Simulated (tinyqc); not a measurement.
Illuminated p-n diode, drift-diffusion by the Gummel loop with Scharfetter-Gummel fluxes: two steps of the calculation.

Abrupt junction at x = 0, p side from -Lp, n side to Ln, ohmic contacts. psi is counted from the intrinsic level; n = ni exp((psi - phin)/Vt), p = ni exp((phip - psi)/Vt). Contacts: p side psi = V - Vt ln(Na/ni), p = Na, n = ni^2/Na; n side psi = Vt ln(Nd/ni), n = Nd, p = ni^2/Nd. Constant mobilities, D = mu Vt, Boltzmann statistics, SRH recombination through a mid-gap level, U = (n p - ni^2)/(tp (n + ni) + tn (p + ni)). Current is positive from the p contact to the n contact.

Parameters, values chosen for the exercise; band and dielectric values close to those of indium phosphide:
```
symbol,value,unit,meaning
T,300,K,temperature
eps_r,12.7,,relative permittivity
Na,1.2e17,cm^-3,acceptor density of the p side
Nd,1.4e17,cm^-3,donor density of the n side
mun,2600,cm^2/(V s),electron mobility
mup,130,cm^2/(V s),hole mobility
tn,4e-7,s,SRH lifetime of electrons
tp,2e-10,s,SRH lifetime of holes
G,5e21,cm^-3 s^-1,uniform generation rate
V,0.8,V,bias of the p contact
```

Constants: q = 1.602176634e-19 C, kB = 1.380649e-23 J/K, Vt = kB T/q, eps0 = 8.8541878128e-14 F/cm where lengths are in cm. Results are converted to the units shown.

Question 1. Poisson equation. With phin and phip held, solve a_i (psi_(i+1) - psi_i) - a_(i-1) (psi_i - psi_(i-1)) + q w_i (p_i - n_i + C_i) = 0 for the inner nodes by Newton steps to convergence; a_i = eps0 eps_r/h_i, h_i = x_(i+1) - x_i, w_i = (h_(i-1) + h_i)/2, C = -Na or +Nd.

x, node 0 to 12 (nm): [-2800, -1230, -530, -217, -76.6, -14, 14, 68.5, 175, 382, 785, 1570, 3100]
ni = 1.3779481e7 cm^-3
phin at the start, node 0 to 12 (V): [0.8, 0, 0, 0, 0, 0, 0, 0, 0, 0, 0, 0, 0]
phip at the start, node 0 to 12 (V): [0.8, 0.8, 0.8, 0.8, 0.8, 0.8, 0.8, 0.8, 0.8, 0.8, 0.8, 0.8, 0]

Give: psi; n after Poisson; p after Poisson.

Answer 1.

psi, node 0 to 12 (V): [0.20831, 0.20831, 0.20831, 0.20832, 0.21024, 0.28919, 0.53187, 0.59381, 0.59566, 0.59567, 0.59567, 0.59567, 0.59567]
n after Poisson, node 0 to 12 (cm^-3): [0.0015823, 4.3520e10, 4.3520e10, 4.3536e10, 4.6891e10, 9.9392e11, 1.1866e16, 1.3024e17, 1.3992e17, 1.4000e17, 1.4000e17, 1.4000e17, 1.4000e17]
p after Poisson, node 0 to 12 (cm^-3): [1.2000e17, 1.2000e17, 1.2000e17, 1.1996e17, 1.1137e17, 5.2544e15, 4.4013e11, 4.0098e10, 3.7324e10, 3.7303e10, 3.7303e10, 3.7303e10, 0.0013562]

Question 2. Recombination and current. U_i as defined. J = Jn at the p contact + Jp at the n contact + q sum w_i U_i - q G sum w_i over the inner nodes, which avoids differences of large majority fluxes: Jn = (q mun Vt/h_0)[n_1 B(d_0) - n_0 B(-d_0)], Jp = (q mup Vt/h_last)[p_(N-1) B(d_last) - p_N B(-d_last)], d_i = (psi_(i+1) - psi_i)/Vt, B(d) = d/(exp(d) - 1), w_i = (h_(i-1) + h_i)/2.

x, node 0 to 12 (nm): [-2800, -1230, -530, -217, -76.6, -14, 14, 68.5, 175, 382, 785, 1570, 3100]
ni = 1.3779481e7 cm^-3
converged psi, node 0 to 12 (V): [0.20831036, 0.20832183, 0.20832454, 0.20833435, 0.21025381, 0.28919522, 0.53187582, 0.59380676, 0.59565980, 0.59567421, 0.59567436, 0.59567455, 0.59567474]
converged n, node 0 to 12 (cm^-3): [0.0015822841, 7.0631539e11, 4.3041924e11, 1.8924012e11, 6.6894005e10, 9.9741433e11, 1.1867690e16, 1.3024448e17, 1.3992283e17, 1.4000060e17, 1.4000096e17, 1.4000098e17, 1.4e17]
converged p, node 0 to 12 (cm^-3): [1.2e17, 1.2000071e17, 1.2000039e17, 1.1995796e17, 1.1137480e17, 5.2557873e15, 4.5341172e11, 1.2462876e11, 4.2233676e11, 7.5891762e11, 9.5908182e11, 9.7519458e11, 0.0013562435]

Find: U; Jn at the p contact; Jp at the n contact; recombination; generation; J.

Answer 2.

U, node 0 to 12 (cm^-3 s^-1): [0, 1.7658e18, 1.0760e18, 4.7310e17, 1.6724e17, 2.4935e18, 2.1061e21, 6.2195e20, 2.0990e21, 3.7539e21, 4.7306e21, 4.8090e21, 0]
Jn at the p contact = 0.048437 A/cm^2
Jp at the n contact = 0.0034320 A/cm^2
recombination = 0.16006 A/cm^2
generation = 0.34847 A/cm^2
J = -0.13655 A/cm^2

Computed by the program tinyqc: `OMP_NUM_THREADS=1 python tinyqc.py 2240111 2240112 out.jsonl`, one thread of a shared Intel Xeon 2.30GHz, about 1 s for the whole run.
